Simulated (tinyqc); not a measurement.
# Threshold-voltage variability of a planar MOSFET, analytic estimates: effects of single changes

Three independent sources add in quadrature: random dopants in the depleted layer, metal-gate grains of two orientations, and roughness of the two gate edges acting through the roll-off VT = VT(long) - Vr exp(-L/l). These are first-order estimates: no three-dimensional electrostatics, no percolation.

Values chosen for this exercise; material values close to those of silicon: temperature T = 325 K; band gap Eg = 1.12 eV; relative permittivity of the semiconductor eps_r = 11.7; conduction-band density of states at T Nc = 3.2e19 cm^-3; valence-band density of states at T Nv = 2.98e19 cm^-3; channel doping Na = 5.8e18 cm^-3; oxide-equivalent thickness in inversion ti = 1.7 nm; gate length L = 16 nm; gate width W = 58 nm; metal grain size G = 10 nm; work-function difference of the two grain orientations dW = 0.2 eV; share of the orientation of higher work function p = 0.3; rms roughness of one gate edge De = 1.3 nm; correlation length of the roughness La = 30 nm; decay length of the threshold roll-off l = 3.2 nm; prefactor of the roll-off Vr = 2.4 V.

Constants: q = 1.602176634e-19 C, kB = 1.380649e-23 J/K, Vt = kB T/q, eps0 = 8.8541878128e-14 F/cm where lengths are in cm. Results are converted to the units shown.

Each table varies one quantity; the others keep the values above.

## Effect of the oxide-equivalent thickness in inversion

ni = sqrt(Nc Nv) exp(-Eg/(2 Vt)), Eg in volts; Cox = 3.9 eps0/ti; Wd = sqrt(4 eps0 eps_r Vt ln(Na/ni)/(q Na)); dopants: s1 = (q/Cox) sqrt(Na Wd/(3 L W)). Grains: Ng = L W/G^2 (at least 1), s2 = dW sqrt(p (1 - p)/Ng). Edges, with exponential correlation and u = W/La: the mean gate length has sL^2 = 2 De^2 (2/u)[1 - (1 - exp(-u))/u]; s3 = sL (Vr/l) exp(-L/l). s = sqrt(s1^2 + s2^2 + s3^2). l and Vr are held fixed.

The same in every row: s2 (mV) = 30.09; s3 (mV) = 7.056.

Effect of the oxide-equivalent thickness in inversion:
```
ti (nm),s1 (mV),s (mV),s sqrt(L W) (mV um)
0.8,20.84,37.27,1.135
1.2,31.26,43.95,1.339
1.6,41.67,51.88,1.580
2,52.09,60.57,1.845
2.4,62.51,69.73,2.124
2.8,72.93,79.21,2.413
3.2,83.35,88.89,2.708
```

Read the table: what changes, and by how much?

As ti goes from 0.8 to 3.2 nm, s rises from 37.3 to 88.9 mV. The largest source is the grains in the first row and the dopants in the last. s1 goes on average as ti^(1.00).

## Effect of the gate width

Same model as above.

l and Vr are held fixed.

Effect of the gate width:
```
W (nm),s1 (mV),s2 (mV),s3 (mV),s (mV),s sqrt(L W) (mV um)
19,77.364,52.566,8.4053,93.910,1.6374
31,60.567,41.153,7.9320,73.654,1.6403
51,47.221,32.084,7.2613,57.549,1.6439
83,37.015,25.150,6.4236,45.210,1.6475
140,28.501,19.365,5.3982,34.877,1.6507
220,22.736,15.448,4.5092,27.855,1.6526
360,17.773,12.076,3.6314,21.792,1.6539
580,14.002,9.5141,2.9099,17.177,1.6547
```

Read the table: what changes, and by how much?

As W goes from 19 to 580 nm, s falls from 93.9 to 17.2 mV. The dopants are the largest source in the first and the last row. The product s sqrt(L W) rises from 1.64 to 1.65 mV um: s1 and s2 go as 1/sqrt(L W), so the change comes from s3 alone. At W = 19 nm the gate holds under four grains, so the work function takes a few discrete values.

tinyqc, about 0.02 s, one thread, Intel Xeon 2.30GHz (shared host): `OMP_NUM_THREADS=1 python tinyqc.py 2090104 2090105 out.jsonl`
